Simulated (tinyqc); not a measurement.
Planar ballistic transistor, top-of-the-barrier model: one step of the calculation.

At the top of the source barrier, states moving towards the drain are filled by the source (Fermi level 0) and states moving back by the drain (Fermi level -q Vd); nothing scatters. U is the shift of the band edge there, set by the capacitances CG, CD and CS (the total) and by the charge. Parabolic two-dimensional band; the source is grounded.

Problem. Density of states, capacitances and charge at zero bias. N0 = gv m kB T/(pi hbar^2), CG = eps0 eox/tox, vT = sqrt(2 kB T/(pi m)), CS = CG/aG, n0 = n at U = 0 and Vd = 0. eta1 = -(E0 + U)/Vt, eta2 = eta1 - Vd/Vt, n = (N0/2)[F_0(eta1) + F_0(eta2)], F_0(x) = ln(1 + exp x). UL = -(aG Vg + aD Vd).

Inputs (values chosen for the exercise); mass and valleys close to those of indium arsenide: temperature T = 300 K; effective mass m = 0.0307 m0; valley degeneracy gv = 1; relative permittivity of the gate insulator eox = 7.5; insulator thickness tox = 3.7 nm; gate control CG/CS aG = 0.75; drain control CD/CS aD = 0.05; band edge at the barrier top above the source Fermi level at zero bias E0 = 0.29 eV; gate voltage Vg = 0.8 V; drain voltage Vd = 0.2 V.

Constants: q = 1.602176634e-19 C, kB = 1.380649e-23 J/K, hbar = 1.054571817e-34 J s, m0 = 9.1093837015e-31 kg, Vt = kB T/q, eps0 = 8.8541878128e-14 F/cm where lengths are in cm. Results are converted to the units shown.

Wanted: N0; CG; CS; n0; UL.

Solution.

N0 = 3.3154e11 cm^-2
CG = 1.7948 uF/cm^2
CS = 2.3930 uF/cm^2
n0 = 4.4539e6 cm^-2
UL = -0.61000 eV

Computed by the program tinyqc: `OMP_NUM_THREADS=1 python tinyqc.py 2400096 2400097 out.jsonl`, one thread of a shared Intel Xeon 2.30GHz, about 0.01 s for the whole run.
